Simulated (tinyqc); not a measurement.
Two-diode model of a solar cell: two steps of the calculation.

J is the current delivered and Vj = V + J Rs the junction voltage. J = X JL - J01 (exp(Vj/(n1 Vt)) - 1) - J02 (exp(Vj/(2 Vt)) - 1) - Vj/Rp. The photocurrent does not depend on voltage.

Inputs (values chosen for the exercise); values of the order met in cells of silicon:
```
symbol    value      unit                                              meaning
T           348         K                                          temperature
JL         41.5   mA/cm^2                              photocurrent at one sun
X             1      suns                                        concentration
J01     4.4e-10    A/cm^2                saturation current of the first diode
n1            1                             ideality factor of the first diode
Rs         0.59  ohm cm^2                                    series resistance
Rp         1000  ohm cm^2                                     shunt resistance
Pin         100   mW/cm^2                            incident power at one sun
J02      6.4e-8    A/cm^2  saturation current of the second diode (ideality 2)
```

Constants: q = 1.602176634e-19 C, kB = 1.380649e-23 J/K, Vt = kB T/q. Results are converted to the units shown.

Problem 1. New Vj. Open circuit: J(Vj) = 0. G = -dJ/dVj = J01 exp(Vj/(n1 Vt))/(n1 Vt) + J02 exp(Vj/(2 Vt))/(2 Vt) + 1/Rp. Vj(new) = Vj + J/G.

Vj after iteration 2 = 0.64824339 V

Wanted: J; G; Vj after iteration 3.

Solution 1.

J = -1037.3 mA/cm^2
G = 35.900 S/cm^2
Vj after iteration 3 = 0.61935 V

Problem 2. Figures of merit. Jsc at V = 0, Voc at J = 0, the maximum power point where J (1 + 2 Rs G) = G Vj with G = -dJ/dVj; FF = Vmp Jmp/(Voc Jsc); efficiency Vmp Jmp/(X Pin). Empirical fill factor without parasitics FF0 = (v - ln(v + 0.72))/(v + 1), v = Voc/(n1 Vt).

Wanted: Jsc; Voc; Vmp; Jmp; FF; efficiency; FF0.

Solution 2.

Jsc = 41.475 mA/cm^2
Voc = 0.54980 V
Vmp = 0.44509 V
Jmp = 38.268 mA/cm^2
FF = 0.74696
efficiency = 17.033 %
FF0 = 0.79584

FF is 6.1 % below FF0. Removing one loss at a time changes the efficiency by: series resistance +0.87, shunt +0.20, second diode +0.07 points.

Program tinyqc, `OMP_NUM_THREADS=1 python tinyqc.py 2280017 2280018 out.jsonl`; Intel Xeon 2.30GHz, shared host, one thread, about 0.01 s.
